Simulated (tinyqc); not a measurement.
Inputs raised by 5 %, one at a time: speciation in dilute and buffered hydrofluoric acid, oxide etch rate and bath loading. Computed by tinyqc, a small Python program. Command: `OMP_NUM_THREADS=1 python tinyqc.py 3121360 3121361 out.jsonl hfetch sens`. One thread of a shared host (Intel(R) Xeon(R) Processor @ 2.30GHz), about 0.01 s of CPU time with the checks.

Concentrations stand for activities, NH4+ and Cl- are spectators, and water ionisation is neglected. H, F and HF2 denote the ions H+, F- and HF2-. The base temperature is 298 K.

Inputs (values chosen for the exercise, of the order of those for thermal oxide at room temperature):

| quantity | value | unit |
|---|---|---|
| HF added | 1.2 | mol/L |
| NH4F added | 1.7 | mol/L |
| HCl added | 0 | mol/L |
| K1 = [H][F]/[HF] | 0.000667 | mol/L |
| K2 = [HF2]/([HF][F]) | 3.43 | L/mol |
| K3 = [H2F2]/[HF]^2 | 0 | L/mol |
| rate constant of neutral HF k_a | 13 | nm L/(min mol) |
| rate constant of HF2 k_b | 59 | nm L/(min mol) |
| activation energy | 0.44 | eV |
| temperature error | 2.2 | K |
| oxide removed per wafer | 38 | nm |

Constants: k_B = 8.617333262e-05 eV/K.

Method:
- Fluoride balance: [HF] + [F] + 2 [HF2] + 2 [H2F2] = HF added + NH4F added. Acid balance: [H] + [HF] + [HF2] + 2 [H2F2] = HF added + HCl added. For a trial [H], [HF] = [H][F]/K1, and the fluoride balance is a quadratic in [F].
- The root is refined to 1e-13 in pH = -log10 [H].
- Rate = k_a ([HF] + 2 [H2F2]) + k_b [HF2], an empirical two-term form.
- Time = oxide/rate; a temperature error changes the rate by exp((E_a/k_B)(1/298 - 1/(298 + error))) - 1.

Runs:

| input moved | from | to | etch rate (nm/min) | [HF2] (mol/L) | share of HF2 in the rate (%) |
|---|---|---|---|---|---|
| base run | - | - | 56.261 | 0.88400 | 92.704 |
| HF added (mol/L) | 1.2 | 1.26 | 58.594 | 0.91777 | 92.414 |
| NH4F added (mol/L) | 1.7 | 1.785 | 57.090 | 0.90202 | 93.220 |
| K1 = [H][F]/[HF] (mol/L) | 0.000667 | 0.00070035 | 56.260 | 0.88400 | 92.704 |
| K2 = [HF2]/([HF][F]) (L/mol) | 3.43 | 3.6015 | 56.664 | 0.89276 | 92.957 |
| rate constant of neutral HF k_a (nm L/(min mol)) | 13 | 13.65 | 56.466 | 0.88400 | 92.367 |
| rate constant of HF2 k_b (nm L/(min mol)) | 59 | 61.95 | 58.868 | 0.88400 | 93.027 |

Exponents ln(y'/y) / ln(x'/x):

| input | etch rate | [HF2] | share of HF2 in the rate |
|---|---|---|---|
| HF added | 0.833 | 0.768 | -0.064 |
| NH4F added | 0.300 | 0.414 | 0.114 |
| K1 = [H][F]/[HF] | 0.000 | 0.000 | 0.000 |
| K2 = [HF2]/([HF][F]) | 0.146 | 0.202 | 0.056 |
| rate constant of neutral HF k_a | 0.075 | 0.000 | -0.075 |
| rate constant of HF2 k_b | 0.929 | 0.000 | 0.071 |

To which inputs is each result most sensitive?

Among the inputs moved here: etch rate answers most in size to rate constant of HF2 k_b (exponent +0.929), next to HF added (+0.833); its exponent is below 0.0005 for K1 = [H][F]/[HF]. [HF2] answers most in size to HF added (exponent +0.768), next to NH4F added (+0.414); its exponent is below 0.0005 for K1 = [H][F]/[HF], rate constant of neutral HF k_a, rate constant of HF2 k_b. Share of HF2 in the rate answers most in size to NH4F added (exponent +0.114), next to rate constant of neutral HF k_a (-0.075); its exponent is below 0.0005 for K1 = [H][F]/[HF].

Caution (all rows): at ionic strengths above about 0.5 mol/L activities differ much from concentrations, so pH and rates are only indicative.
